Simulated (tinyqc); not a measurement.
Energy conservation against the time step: molecular dynamics of a small cluster by velocity Verlet steps. Computed by tinyqc, a small Python program. Command: `OMP_NUM_THREADS=1 python tinyqc.py 3028575 3028576 out.jsonl verlet walk`. One thread of a shared host (Intel(R) Xeon(R) Processor @ 2.30GHz), about 0.1 s of CPU time with the checks.

E = sum_i {sum_j A exp(-p (r_ij/r0 - 1)) - xi sqrt(rho_i)}, rho_i = sum_j exp(-2 q (r_ij/r0 - 1)); the force on i is -sum_j w_ij (R_i - R_j)/r_ij with w_ij = -(2p/r0) A exp(-p (r_ij/r0 - 1)) + (xi q/r0) exp(-2 q (r_ij/r0 - 1)) (rho_i^(-1/2) + rho_j^(-1/2)).

Inputs (values chosen for the exercise, for model atoms):
```
quantity       value      unit
length r0       2.38  angstrom
repulsion A      0.1        eV
hopping xi      1.48        eV
decay p         10.4         -
decay q         2.43         -
atomic mass M    144         u
time step dt     5.9        fs
steps            100         -
```

Potential: Gupta.

starting positions (angstrom):
```
            x      y      z
atom 1  -0.01  -0.05  -0.04
atom 2    2.2  -0.03  -0.04
atom 3   1.14   1.94   0.02
atom 4   1.16   0.66   1.82
atom 5   1.07   0.64  -1.83
```

starting velocities (angstrom/fs):
```
               x         y         z
atom 1   0.00071     9e-05   0.00065
atom 2   0.00037  -0.00171   0.00062
atom 3         0   0.00159  -0.00143
atom 4   0.00042    0.0005  -0.00087
atom 5  -0.00149  -0.00047   0.00103
```

Constants: 1 eV/(angstrom u) = 9.648533212e-03 angstrom/fs^2; k_B = 8.617333262e-05 eV/K.

Method:
- Relax the cluster, diagonalise the Hessian (central differences): omega_max = sqrt(c lambda_max/M). Verlet steps are stable for omega_max dt < 2.
- Velocity Verlet: a = c F/M with c = 9.648533212e-3 angstrom/fs^2 per eV/(angstrom u); R(new) = R + v dt + a dt^2/2; v(new) = v + (a + a(new)) dt/2. Kinetic energy K = M v^2/(2c); temperature T = 2K/((3N - 3) k_B), rotation of the cluster included.
- Runs without thermostat over the same span of time, steps x dt; spread = largest minus smallest value. For contrast, the energy gained over the first 30 dt (dt of the inputs) by explicit Euler steps: R(new) = R + v dt, v(new) = v + a dt.

omega_max dt = 0.247938

Energy error (eV):
```
dt (fs)  omega_max dt  Verlet, spread of U + K  Euler, gain in U + K
0.7375        0.03099               2.0267e-05                0.0186
1.4750        0.06198               8.1042e-05                0.0405
2.9500        0.12397               3.2163e-04                0.0960
5.9000        0.24794               1.2706e-03                0.2742
11.8000       0.49588               4.5492e-03                1.1112
17.7000       0.74381               1.0297e-02                3.2120
```

The Verlet error grows as dt^2.00 between the first rows, the second order of the method. Euler steps gain energy steadily: over that short span the gain in the first row is already 920 times the Verlet spread of the whole run, and it grows as dt^1.12, tending to the first order of that method as dt shrinks.

Extremes, crossings and ranges named in words are read from the listed rows.
